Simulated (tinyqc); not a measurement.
MOS inversion layer, Poisson-Schroedinger loop: effect of the temperature.

Electrons confined at an insulator interface at z = 0, treated as a hard wall; parabolic valleys, Hartree approximation, no image or exchange terms. The depletion charge lies far deeper than the electrons and gives a uniform field q Nd/(eps0 eps_r); the gate balances all charge. Energies are counted from the band edge at the interface.

Schroedinger equation -(C/mz) psi'' + (V0 + U) psi = E psi, C = hbar^2/(2 m0), psi(0) = 0, on a uniform mesh of 800 nodes with a far wall at 17 nm, 8 levels a set; V0 = q Nd z/(eps0 eps_r); dU/dz = q (Ns - integral of n from 0 to z)/(eps0 eps_r), U(0) = 0; N_k = g md m0 q Vt/(pi hbar^2) ln(1 + exp((EF - E_k)/Vt)), g the number of valleys of the set, sum N_k = Ns. Triangular well: E_k = a_k (C F^2/mz)^(1/3), a_1 = 2.338107, a_2 = 4.087949, C = hbar^2/(2 m0), F in eV/nm. Fang-Howard (all electrons in the lowest level of set A): b^3 = 6 (mz1/C) q (Nd + 11 Ns/32)/(eps0 eps_r), centroid 3/b, level C b^2/(4 mz1) + (3/b) q (Nd + 11 Ns/16)/(eps0 eps_r). The centroid adds 3.9 z_av/eps_r to an oxide-equivalent thickness. Shares under 0.0001 % are printed as 0.

Parameters, values chosen for the exercise; masses and permittivity close to those of silicon (111):
- eps_r = 11.5 (relative permittivity)
- mz1 = 0.259 m0 (mass along z of valley set A (6 valley(s)))
- md1 = 0.359 m0 (in-plane density-of-states mass of set A)
- Ns = 3e11 cm^-2 (sheet density of electrons)
- Nd = 3.2e12 cm^-2 (sheet density of depletion charge)

Constants: q = 1.602176634e-19 C, kB = 1.380649e-23 J/K, hbar = 1.054571817e-34 J s, m0 = 9.1093837015e-31 kg, Vt = kB T/q, eps0 = 8.8541878128e-14 F/cm where lengths are in cm, hbar^2/(2 m0) = 0.0380998212 eV nm^2. Results are converted to the units shown.

The same in every row: Fang-Howard centroid (nm) = 2.34.

Results:
```
T (K)	A1 (meV)	A2 (meV)	EF (meV)	share of A1 (%)	share of A2 (%)	centroid z_av (nm)	added oxide equivalent (nm)
20	176	303	173	100	0	2.20	0.747
50	176	303	165	100	0	2.20	0.747
77	176	303	156	100	0	2.20	0.747
120	176	303	141	100	4.60e-4	2.20	0.747
200	176	303	108	99.9	0.0627	2.20	0.747
400	176	303	15.5	97.4	2.43	2.25	0.762
500	176	304	-35.5	94.6	4.93	2.30	0.780
```

Estimate the missing row, T = 300 K.

Computed row:
```
T (K)	A1 (meV)	A2 (meV)	EF (meV)	share of A1 (%)	share of A2 (%)	centroid z_av (nm)	added oxide equivalent (nm)
300	176	303	63.6	99.3	0.727	2.22	0.751
```

With this row back in the table: As T goes from 20 to 500, A1 stays near 176 meV, the share of A1 falls from 100 to 94.6 % and the centroid rises from 2.20 to 2.30 nm. The Fang-Howard centroid is 6.0 % above the full one in the first row, where A1 holds 100 %, and 1.5 % above it in the last, where A1 holds 94.6 %.

Computed by the program tinyqc: `OMP_NUM_THREADS=1 python tinyqc.py 2160063 2160064 out.jsonl`, one thread of a shared Intel Xeon 2.30GHz, about 0.4 s for the whole run.
